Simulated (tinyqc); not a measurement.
Diffused layer (complementary error function), carriers, mobility and sheet resistance: effect of the temperature.

A p-type layer from the surface x = 0 to the junction xj, N(x) = N0 erfc(x/Ld). Local neutrality (no depletion at surface or junction, no spilling of carriers), intrinsic carriers neglected, full ionisation of active dopants.

erfc(xj/Ld) = Nb/N0. Active dopant A = min(N, Ns); p = A - Nb; mobility mu = m1 + (m2 (T/300 K)^(-bt) - m1)/(1 + ((A + Nb)/Nr)^am). Dose = integral of N, carrier sheet density = integral of p, 1/Rs = q integral of p mu, mean mobility 1/(q Rs sheet density), Hall mobility (unit Hall factor) = integral of p mu^2 over integral of p mu, Hall sheet density = (integral of p mu)^2/integral of p mu^2; all from 0 to xj. Integrals on 4000 steps.

Inputs (values chosen for the exercise); values close to those of boron in silicon over an n-type background: background doping of the opposite type Nb = 1.4e14 cm^-3; peak chemical concentration N0 = 9.1e18 cm^-3; mobility limit at high doping m1 = 44.6 cm^2/(V s); mobility limit at low doping, at 300 K m2 = 482 cm^2/(V s); reference doping of the mobility law Nr = 2.17e17 cm^-3; exponent of the mobility law am = 0.742; temperature exponent of m2 bt = 2.2; solubility limit of active dopant Ns = 1.98e20 cm^-3; diffusion length 2 sqrt(D t) Ld = 15 nm.

Constants: q = 1.602176634e-19 C. Results are converted to the units shown.

The same in every row: xj (nm) = 45.85; dose (cm^-2) = 7.701e12; carriers (cm^-2) = 7.701e12.

Effect of the temperature:
```
T (K)  Rs (ohm/square)  mean mobility (cm^2/(V s))  Rs xj (ohm nm)  Hall/true sheet density
150               2842                       285.2         1.303e5                   0.7047
200               4766                       170.1         2.186e5                   0.7573
250               6784                       119.5         3.111e5                   0.8122
300               8706                       93.10         3.992e5                   0.8622
350            1.043e4                       77.73         4.782e5                   0.9034
400            1.191e4                       68.03         5.463e5                   0.9347
```

As T goes from 150 to 400, xj stays at 45.9 nm, Rs rises from 2840 to 11900 ohm/square, the mean mobility falls from 285 to 68.0 cm^2/(V s) and the share of the dose that conducts stays at 100 %.

Program tinyqc, `OMP_NUM_THREADS=1 python tinyqc.py 2110070 2110071 out.jsonl`; Intel Xeon 2.30GHz, shared host, one thread, about 0.01 s.
